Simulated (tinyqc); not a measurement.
Worked calculation: sp3 tight binding, zinc-blende lattice. One step of it, computed by the program tinyqc.

Question. Bloch Hamiltonian at k. Slater-Koster rules over the four bonds with direction cosines (l, m, n): ss V_ss; s-px l V_sp; px-s -l V_sp; px-px l^2 V_pps + (1 - l^2) V_ppp; px-py l m (V_pps - V_ppp); each times exp(i k.d).

Parameters chosen for this model: zinc-blende lattice, anion at 0, cation at a/4 (1,1,1); V = eta hbar^2 / (m d^2), hbar^2/m = 7.619964 eV angstrom^2:
```
parameter          value      unit
a               3.900000  angstrom
d               1.688750  angstrom
Es anion      -15.660000        eV
Ep anion       -6.690000        eV
Es cation     -13.480000        eV
Ep cation      -5.550000        eV
eta ss         -1.400000
eta sp          1.840000
eta pp sigma    3.240000
eta pp pi      -0.810000
V ss           -3.740679        eV
V sp            4.916321        eV
V pp sigma      8.657001        eV
V pp pi        -2.164250        eV
```

k point k (2 pi / a): [-0.520000, -0.540000, -0.140000]

Give: H(k) at k.

Answer.

H(k) at k (eV), order a s, a px, a py, a pz, c s, c px, c py, c pz:
```
[[-15.660, 0.000, 0.000, 0.000, -6.610-1.785i, -1.272-5.342i, -1.194-5.690i, -6.059-1.121i],
 [0.000, -6.690, 0.000, 0.000, 1.272+5.342i, 2.550+0.688i, -7.700-1.425i, -1.517-7.230i],
 [0.000, 0.000, -6.690, 0.000, 1.194+5.690i, -7.700-1.425i, 2.550+0.688i, -1.616-6.788i],
 [0.000, 0.000, 0.000, -6.690, 6.059+1.121i, -1.517-7.230i, -1.616-6.788i, 2.550+0.688i],
 [-6.610+1.785i, 1.272-5.342i, 1.194-5.690i, 6.059-1.121i, -13.480, 0.000, 0.000, 0.000],
 [-1.272+5.342i, 2.550-0.688i, -7.700+1.425i, -1.517+7.230i, 0.000, -5.550, 0.000, 0.000],
 [-1.194+5.690i, -7.700+1.425i, 2.550-0.688i, -1.616+6.788i, 0.000, 0.000, -5.550, 0.000],
 [-6.059+1.121i, -1.517+7.230i, -1.616+6.788i, 2.550-0.688i, 0.000, 0.000, 0.000, -5.550]]
```
